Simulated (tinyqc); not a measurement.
## Semiconductor laser, carrier and photon rate equations: light against current through threshold

Carrier density N and photon density S in one mode: dN/dt = F1 = eta I/(q V) - (A N + B N^2 + C N^3) - vg g S; dS/dt = F2 = G vg g S + G be B N^2 - S/tp, with g = g0 ln(N/Ntr)/(1 + ec S). Output power P = Fo Eph S V/(G tp). No heating, no carrier transport.

gth = 1/(G vg tp), Nth = Ntr exp(gth/g0), Ith = q V (A Nth + B Nth^2 + C Nth^3)/eta. N and S are the steady state (F1 = F2 = 0, S > 0).

Parameters, values chosen for the exercise:
- V = 3.1e-12 cm^3 (active volume)
- G = 0.047 (confinement factor)
- vg = 7.68e9 cm/s (group velocity)
- g0 = 1700 1/cm (gain coefficient)
- Ntr = 2.7e18 cm^-3 (transparency density)
- ec = 2.9e-17 cm^3 (gain compression)
- tp = 3.2 ps (photon lifetime)
- A = 9.1e7 1/s (defect recombination coefficient)
- B = 6.2e-11 cm^3/s (radiative coefficient)
- C = 2.6e-29 cm^6/s (Auger coefficient)
- be = 6.2e-5 (share of spontaneous emission into the mode)
- eta = 0.82 (injection efficiency)
- Fo = 0.55 (share of cavity losses that is output)
- Eph = 0.8 eV (photon energy)

Constants: q = 1.602176634e-19 C. Results are converted to the units shown.

Result of one run:
```
N/Nth	S (cm^-3)	P (mW)	share of carriers lost by stimulated emission (%)
0.9772	2.466e11	3.583e-4	0.04123
```

Which drive current I gave this result: 0.49, 2.3, 2.7 or 4.9 mA?

I = 2.3 mA.

The whole series:
```
I (mA)	N/Nth	S (cm^-3)	P (mW)	share of carriers lost by stimulated emission (%)
0.49	0.4991	2.130e9	3.095e-6	-6.385e-4
1.2	0.7461	1.130e10	1.641e-5	0.001611
1.9	0.9042	4.828e10	7.015e-5	0.008211
2.3	0.9772	2.466e11	3.583e-4	0.04123
2.7	1.001	6.474e13	0.09407	9.655
3.7	1.005	3.075e14	0.4468	33.47
4.9	1.009	5.989e14	0.8702	49.22
7.3	1.018	1.181e15	1.717	65.18
12	1.035	2.321e15	3.373	77.91
```

Ith is 2.43 mA. The power rises by a factor of 1340 between 1.9 and 2.7 mA, while N/Nth goes only from 0.904 to 1.00. Above threshold N is nearly clamped, reaching 1.035 Nth in the last row through gain compression, and the slope between the last two rows is 0.352 W/A, against Fo eta Eph/q = 0.361 W/A.

Numbers from tinyqc (`OMP_NUM_THREADS=1 python tinyqc.py 2840002 2840003 out.jsonl`; about 0.01 s on one thread of a shared Intel Xeon 2.30GHz).
